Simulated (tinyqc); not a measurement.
Worked calculation: Hall factor, magnetoresistance and optical conductivity for a power-law relaxation time. Computed by tinyqc, a small Python program that keeps every step. Command: `OMP_NUM_THREADS=1 python tinyqc.py 3030684 3030685 out.jsonl magneto walk`. One thread of a shared host (Intel(R) Xeon(R) Processor @ 2.30GHz), about 0.01 s of CPU time with the checks. Intermediate numbers are printed to about 5 digits and carried at full precision; extremes and crossings named in words are read from the listed rows.

One spherical parabolic band, tau(E) = tau_0 x^s with x = E/(k_B T). Landau quantisation is left out.

Inputs (values chosen for the exercise, with a mass close to that of electrons in GaN):

| quantity | value | unit |
|---|---|---|
| effective mass m | 0.19 | m_0 |
| exponent s | -0.5 | - |
| tau_0 | 230 | fs |
| reduced Fermi level eta | 9.7 | - |
| temperature T | 300 | K |
| magnetic field B | 4.4 | T |
| frequency f | 0.25 | THz |
| background permittivity eps_inf | 8.42 | - |

Constants: m_0 = 9.1093837015e-31 kg; k_B = 1.380649e-23 J/K; hbar = 1.054571817e-34 J s; e = 1.602176634e-19 C; eps_0 = 8.8541878128e-12 F/m; c = 299792458 m/s.

## Density and moments of tau

<y> = int y x^(3/2) f (1 - f) dx / int x^(3/2) f (1 - f) dx, f = 1/(1 + exp(x - eta)). Integrals over x = E/(k_B T) use 160 Gauss-Legendre points in u = sqrt(x) from 0 to sqrt(max(eta, 0) + 45). n = (2 m k_B T)^(3/2)/(3 pi^2 hbar^3) int x^(3/2) f (1 - f) dx; moments in units of tau_0.

density n = 4.7856e+19 1/cm^3

<tau>/tau_0 = 0.31688

<tau^2>/tau_0^2 = 0.10127

<tau^3>/tau_0^3 = 0.032666

<1/tau> tau_0 = 3.1812

## Limits

mu = e <tau>/m; weak field r_H = <tau^2>/<tau>^2 and MR = c (mu B)^2, c = <tau^3>/<tau>^3 - r_H^2; strong field r_H = 1 and MR = <tau> <1/tau> - 1.

drift mobility mu = 674.68 cm^2/(V s)

weak-field Hall factor = 1.0085

coefficient c = 0.0094199

saturation MR = 0.80815 %

For a classical gas r_H = Gamma(5/2) Gamma(5/2 + 2s)/Gamma(5/2 + s)^2 = 1.1781; degeneracy narrows the energy window and pulls it towards 1.

## At the given field

With w_c = e B/m: sigma_xx = (n e^2/m) <tau/(1 + w_c^2 tau^2)>, sigma_xy = (n e^2/m) <w_c tau^2/(1 + w_c^2 tau^2)>; r_H = (n e/B) sigma_xy/(sigma_xx^2 + sigma_xy^2); MR = sigma_0 sigma_xx/(sigma_xx^2 + sigma_xy^2) - 1, sigma_0 = n e^2 <tau>/m.

mu B = 0.29686

sigma_xx = 4745.2 S/cm

|sigma_xy| = 1418.5 S/cm

Hall factor r_H = 1.0077

magnetoresistance MR = 0.073876 %

## Field dependence

The formulas are those given above.

Against the field:

| B (T) | mu B | r_H | MR (%) |
|---|---|---|---|
| 0.44 | 2.9686e-02 | 1.0085 | 8.2890e-04 |
| 1.5 | 1.0120e-01 | 1.0084 | 9.4982e-03 |
| 4.4 | 2.9686e-01 | 1.0077 | 7.3876e-02 |
| 8.9 | 6.0046e-01 | 1.0060 | 2.3068e-01 |
| 15 | 1.0120e+00 | 1.0039 | 4.2357e-01 |
| 30 | 2.0240e+00 | 1.0015 | 6.5478e-01 |
| 59 | 3.9806e+00 | 1.0005 | 7.6141e-01 |
| 150 | 1.0120e+01 | 1.0001 | 8.0051e-01 |
| 590 | 3.9806e+01 | 1.0000 | 8.0765e-01 |

r_H falls from 1.009 to 1.000, so a strong-field measurement gives n directly (though the highest fields listed exceed the roughly 100 T that non-destructive magnets reach); half of the fall is done between 0.600 and 1.01 in mu B. MR starts as B^1.99 and reaches 100 % of its saturation value in the last row. It arises only because carriers of different energy have different Hall angles, which one Hall field cannot cancel. Above 42 T hbar w_c exceeds k_B T and mu B exceeds 1, and Landau quantisation replaces this picture.

## Response at frequency f

sigma(w) = (n e^2/m) <tau/(1 - i w tau)>, w = 2 pi f; eps = eps_inf + i sigma/(eps_0 w); N = sqrt(eps); absorption coefficient 2 w Im N/c; reflectivity |(N - 1)/(N + 1)|^2; plasma frequency sqrt(n e^2/(eps_inf eps_0 m))/(2 pi).

sigma(w) = 5104.4+589.2i S/cm

permittivity = -4228+36701i

refractive index = 127.90+143.48i

absorption coefficient = 15035 1/cm

reflectivity = 0.98625

plasma frequency = 49.108 THz

w <tau> = 0.11 and f/f_p = 0.00509. Here the real part of eps is negative and the sample reflects like a metal.

Checks made by the program: <tau> against adaptive quadrature (relative difference below 1e-10).
